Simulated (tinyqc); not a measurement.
p-n diode with diffusion and depletion-layer recombination: two steps of the calculation.

Abrupt junction in the depletion approximation, low injection, full ionisation, neutral widths fixed, ohmic contact on the p side. Vj is the junction voltage; where a series resistance Rs is given, V = Vj + J Rs is the terminal voltage.

Values chosen for this exercise; band and dielectric values close to those of silicon: temperature T = 300 K; band gap Eg = 1.1 eV; relative permittivity eps_r = 11.7; conduction-band density of states at T Nc = 2.84e19 cm^-3; valence-band density of states at T Nv = 2.63e19 cm^-3; acceptor density Na = 1.1e18 cm^-3; donor density Nd = 1.5e16 cm^-3; electron lifetime tn = 5e-6 s; hole lifetime tp = 5e-7 s; series resistance Rs = 0.015 ohm cm^2; trap level above the intrinsic level Et = 0 eV; junction voltage at which recombination is evaluated Vj = 0.29 V; terminal voltage V = 0.67 V.

Constants: q = 1.602176634e-19 C, kB = 1.380649e-23 J/K, Vt = kB T/q, eps0 = 8.8541878128e-14 F/cm where lengths are in cm. Results are converted to the units shown.

Task 1. Recombination in the depleted layer. ni = sqrt(Nc Nv) exp(-Eg/(2 Vt)), Eg in volts. Vbi = Vt ln(Na Nd/ni^2), W = sqrt(2 eps0 eps_r (Vbi - Vj)(1/Na + 1/Nd)/q), xp = W Nd/(Na + Nd), xn = W Na/(Na + Nd); u(x) = q Na (x + xp)^2/(2 eps0 eps_r) for x < 0 and Vbi - Vj - q Nd (xn - x)^2/(2 eps0 eps_r) for x > 0; p = Na exp(-u/Vt), n = Nd exp((u - Vbi + Vj)/Vt); U = ni^2 (exp(Vj/Vt) - 1)/(tp (n + ni exp(Et/Vt)) + tn (p + ni exp(-Et/Vt))); J_scr = q times the integral of U from -xp to xn. Trapezoid rule on 14 equal steps.

Wanted: W; x; u; n; p; U; J_scr.

Result 1.

W = 215.79 nm

```
point  x (nm)    u (V)  n (cm^-3)  p (cm^-3)  U (cm^-3 s^-1)
0       -2.90  0.00000   1.6768e7  1.1000e18       3.3535e12
1       12.51  0.06714   2.2509e8  8.1944e16       4.5018e13
2       27.92  0.13603   3.2338e9  5.7037e15       6.4675e14
3       43.34  0.19941  3.7539e10  4.9135e14       7.5074e15
4       58.75  0.25728  3.5210e11  5.2385e13       7.0348e16
5       74.16  0.30964  2.6684e12  6.9122e12       5.1260e17
6       89.58  0.35649  1.6340e13  1.1288e12       1.3269e18
7      104.99  0.39783  8.0848e13  2.2814e11       4.4283e17
8      120.40  0.43365  3.2322e14  5.7066e10       1.1387e17
9      135.82  0.46396  1.0441e15  1.7666e10       3.5320e16
10     151.23  0.48877  2.7251e15   6.7685e9       1.3536e16
11     166.65  0.50806  5.7470e15   3.2094e9       6.4186e15
12     182.06  0.52183  9.7930e15   1.8835e9       3.7668e15
13     197.47  0.53010  1.3483e16   1.3680e9       2.7359e15
14     212.89  0.53286  1.5000e16   1.2297e9       2.4592e15
```

J_scr = 6.2670e-7 A/cm^2

Task 2. New Vj. Diffusion current alone: J = J0 (exp(Vj/Vt) - 1), g = Vj + J Rs - V, g' = 1 + Rs J0 exp(Vj/Vt)/Vt, Vj(new) = Vj - g/g'.

Vj at the start = 0.67 V
J0 = J0n + J0p = 1.7901696e-11 A/cm^2

Wanted: J; g; g'; Vj after iteration 1.

Result 2.

J = 3.2240 A/cm^2
g = 0.048360 V
g' = 2.8707
Vj after iteration 1 = 0.65315 V

tinyqc, about 0.01 s, one thread, Intel Xeon 2.30GHz (shared host): `OMP_NUM_THREADS=1 python tinyqc.py 2260057 2260058 out.jsonl`
